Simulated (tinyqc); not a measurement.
# MOSFET in the linear regime without short-channel effects, parameter extraction from computed curves, step by step

Numbers from tinyqc (`OMP_NUM_THREADS=1 python tinyqc.py 2210139 2210140 out.jsonl`; about 0.01 s on one thread of a shared Intel Xeon 2.30GHz). Printed values are rounded.

Inversion charge Q = Cox n Vt W0(exp((Vg - VT)/(n Vt))), W0 the Lambert function and n = nf; u = Q/Cox; mobility mu = mu0/(1 + th1 u + th2 u^2); channel resistance Rch = (L - dL)/(W mu Q); Id = Vd/(Rch + Rsd/W). Cox = eps0 eox/tox. Small Vd, no channel-length or drain effects.

Values chosen for this exercise; channel values of the order met in silicon transistors:
```
symbol  value        unit                                                                 meaning
T         300           K                                                             temperature
eox       3.9              relative permittivity of the gate insulator (close to silicon dioxide)
tox       1.9          nm                                                     insulator thickness
mu0       110  cm^2/(V s)                                                      low-field mobility
th1      0.27         1/V                                       first mobility attenuation factor
th2         0       1/V^2                                      second mobility attenuation factor
VT       0.37           V                                                       threshold voltage
nf       1.24                                                                         body factor
W           1          um                                                              gate width
L       0.055          um                                                       drawn gate length
dL      0.019          um                                             drawn less effective length
Rsd       150      ohm um                                            source plus drain resistance
Vd       0.02           V                                                           drain voltage
```

Constants: q = 1.602176634e-19 C, kB = 1.380649e-23 J/K, Vt = kB T/q, eps0 = 8.8541878128e-14 F/cm where lengths are in cm. Results are converted to the units shown.

## Transfer curve

Vg, point 0 to 9 (V): 0.21  0.29  0.37  0.45  0.53  0.61  0.69  0.77  0.85  0.93

u, mu, Rch and Id as defined.

```
point       u (V)  mu (cm^2/(V s))  Rch (ohm)    Id (uA)
0      2.16440e-4          109.994  8.32029e5  0.0240333
1      0.00244861          109.927    73589.8   0.271224
2       0.0181806          109.463    9953.32    1.97955
3       0.0599385          108.248    3052.93    6.24429
4        0.118177          106.599    1572.39    11.6118
5        0.183986          104.794    1027.36    16.9872
6        0.253688          102.948    758.444    22.0157
7        0.325680          101.109    601.536    26.6122
8        0.399158          99.2983    499.753    30.7809
9        0.473671          97.5271    428.786    34.5551
```

## Threshold and mobility at the peak transconductance

gm_i = (Id_(i+1) - Id_(i-1))/(Vg_(i+1) - Vg_(i-1)); at the point j of largest gm the tangent meets the axis at V_ext = Vg_j - Id_j/gm_j; field-effect mobility gm_j L/(W Cox Vd) with the drawn L.

gm, point 1 to 8 (uS): 12.2220  37.3316  60.2015  67.1433  65.0243  60.1559  54.7827  49.6434
j = 4
V_ext = 0.357060 V
field-effect mobility = 101.596 cm^2/(V s)

V_ext is 13 mV below the model VT, and the mobility so found is 40 % below mu0 L/(L - dL) = 168 cm^2/(V s), the value for the drawn L; attenuation, series resistance and the slow approach of Q to a straight line all lower the peak gm.

## The Y function

Y_i = Id_i/sqrt(gm_i). For Id = beta Vd x/(1 + th x), x = Vg - VT, Y = sqrt(beta Vd) x whatever th. Slope s from points 5 and 8; VT_Y = Vg - Y/s at point 8; beta = s^2/Vd; mobility beta L/(W Cox) with the drawn L; th* = (beta Vd x/Id - 1)/x at point 8.

Y, point 1 to 8 (uA^0.5 V^0.5): 0.0775814  0.323987  0.804783  1.41709  2.10661  2.83853  3.59549  4.36868
s = 9.42530 uA^0.5 V^-0.5
VT_Y = 0.386494 V
beta = 4441.81 uA/V^2
mobility from Y = 134.420 cm^2/(V s)
th* = 0.728614 1/V

The mobility from Y is 20 % below mu0 L/(L - dL) = 168 cm^2/(V s), which it should reach in deep inversion when th2 = 0. th* compares with th1 + mu0 Cox Rsd/(L - dL) = 1.10 1/V, since series resistance enters like th1. The match is poor here: at these overdrives Q is not yet a straight line in Vg.
